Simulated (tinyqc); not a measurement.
Worked calculation: solid solubility of a dopant against its melt (retrograde solidus), clustering and the electrically active fraction. Computed by tinyqc, a small Python program that keeps every step. Command: `OMP_NUM_THREADS=1 python tinyqc.py 3027646 3027647 out.jsonl retro walk`. One thread of a shared host (Intel(R) Xeon(R) Processor @ 2.30GHz), about 0.01 s of CPU time with the checks. Intermediate numbers are printed to about 7 digits and carried at full precision; extremes and crossings named in words are read from the listed rows.

Inputs (values chosen for the exercise, of the order of those of copper in silicon for the solubility):
```
quantity                                       value            unit
melting point of the host T_m                   1687               K
heat of melting of the host H_f                 50.2          kJ/mol
interaction L of the melt                        -10          kJ/mol
enthalpy of transfer from melt to solid H       1.46              eV
entropy of transfer S                           2.85             k_B
site density N0                                5e+22          1/cm^3
temperature T                                   1245               K
total dopant density N_t                     1.7e+20          1/cm^3
atoms per cluster m                                3               -
cluster scale N* at 1273 K                   4.6e+20          1/cm^3
activation energy E_b of the cluster scale      0.29              eV
anneal temperature T_a                          1025               K
prefactor of n_i                            4.02e+16  1/(cm^3 K^1.5)
energy E_i in n_i                              0.605              eV
mobility mu                                       45      cm^2/(V s)
```

Clustering: clusters that take up free electrons.

Constants: R = 8.314462618 J/(mol K); k_B = 8.617333262e-05 eV/K; e = 1.602176634e-19 C; N_A = 6.02214076e+23 1/mol.

## Liquidus and solidus at T

x_l and x_s are atom fractions of the dopant in melt and solid; the solid is dilute. Liquidus of the host: R T ln(1 - x_l) + L x_l^2 = -H_f (1 - T/T_m). Distribution: k = x_s/x_l = exp[L (1 - x_l)^2/(R T)] exp(S/k_B - H/(k_B T)), the first factor being the activity coefficient in the melt. Solubility = x_s N0; at T_m x_l = 0.

x_l = 0.6017808

distribution coefficient k = 1.824344e-05

x_s = 1.097855e-05

solubility = 5.489277e+17 1/cm^3

k at the melting point = 3.685371e-04

k has changed by a factor 0.050 from its value at T_m, while x_l has grown from 0 to 0.602.

## The retrograde maximum

The largest x_s N0 between 900 K and T_m. For an ideal melt with constant heats the maximum has x_l = H_f/(H + H_f), H in the same units.

temperature of the maximum = 1540.085 K

largest solubility = 2.357890e+18 1/cm^3

x_l there = 0.2528456

ideal-melt value H_f/(H + H_f) = 0.2627329

The maximum lies 147 K below T_m: above it the melt runs out of dopant, below it k falls as exp(-H/(k_B T)).

## The solidus

The formulas are those given above.

Against temperature:
```
T (K)        x_l             k  solubility (1/cm^3)  over the maximum
1000   0.8112301  7.261898e-07         2.945535e+16         0.0124922
1100   0.7333518  3.272025e-06         1.199773e+17         0.0508833
1200   0.6449627  1.124971e-05         3.627822e+17         0.1538588
1300   0.5459864  3.125064e-05         8.531213e+17         0.3618155
1400   0.4350764  7.292909e-05         1.586486e+18         0.6728414
1500   0.3090005  1.465835e-04         2.264718e+18         0.9604850
1580   0.1927293  2.318924e-04         2.234623e+18         0.9477212
1640   0.0918779  3.079264e-04         1.414582e+18         0.5999353
1675   0.0248809  3.534600e-04         4.397201e+17         0.1864888
```

Between the first rows the Arrhenius energy of the solubility is 1.33 eV, against H = 1.46 eV; it shrinks to zero at 1540 K and turns negative beyond. A crystal saturated at the maximum precipitates dopant-rich liquid on cooling and on heating alike. Below a eutectic or compound temperature another phase would set the limit.

## Active fraction after the anneal

A highly soluble donor (another dopant than that of the solidus) is limited by clustering. Donors N_a are active, and clusters hold m atoms each: N_t = N_a + m C, m C = N* (N_a/N*)^m (n/N*)^m, each atom taking one electron, n = N_a/2 + sqrt(N_a^2/4 + n_i^2), n_i = prefactor x T^1.5 exp(-E_i/(k_B T)), with N*(T) = N*(1273 K) exp[-(E_b/k_B)(1/T - 1/1273)]. Resistivity = 1/(e mu N_a).

N*(T_a) = 2.426458e+20 1/cm^3

active density N_a = 1.540850e+20 1/cm^3

active fraction = 0.9063825

resistivity = 0.9001537 milliohm cm

Doubling the dose would raise N_a by only 41 %. Caution: this clustering law is a generic form; degeneracy and a doping-dependent mobility are left out.

## Active against total

A highly soluble donor (another dopant than that of the solidus) is limited by clustering. Donors N_a are active, and clusters hold m atoms each: N_t = N_a + m C, m C = N* (N_a/N*)^m (n/N*)^m, each atom taking one electron, n = N_a/2 + sqrt(N_a^2/4 + n_i^2), n_i = prefactor x T^1.5 exp(-E_i/(k_B T)), with N*(T) = N*(1273 K) exp[-(E_b/k_B)(1/T - 1/1273)].

Active density (1/cm^3):
```
N_t (1/cm^3)    N_a at T_a   fraction  N_a at T_a + 150 K  N_a at T_a - 150 K
1.00e+19      9.999999e+18  0.9999999        1.000000e+19        9.999980e+18
3.00e+19      2.999913e+19  0.9999709        2.999989e+19        2.998558e+19
1.00e+20      9.888763e+19  0.9888763        9.985432e+19        8.968227e+19
2.00e+20      1.706416e+20  0.8532079        1.925403e+20        1.248598e+20
5.00e+20      2.447055e+20  0.4894111        3.256227e+20        1.605375e+20
1.00e+21      2.901776e+20  0.2901776        4.000911e+20        1.857400e+20
2.00e+21      3.345011e+20  0.1672506        4.677759e+20        2.117626e+20
5.00e+21      3.962716e+20  0.0792543        5.585683e+20        2.492142e+20
```

The exponent d ln N_a/d ln N_t falls from 1.00 to 0.18, towards 1/(2m) = 0.167. At the highest dose a 150 K hotter anneal gives 1.41 times the active density, and a later step 150 K cooler would cut it to 0.63 if it ran to equilibrium: short hot anneals come last.

Checks made by the program: the ideal-melt maximum (relative difference 7e-08).
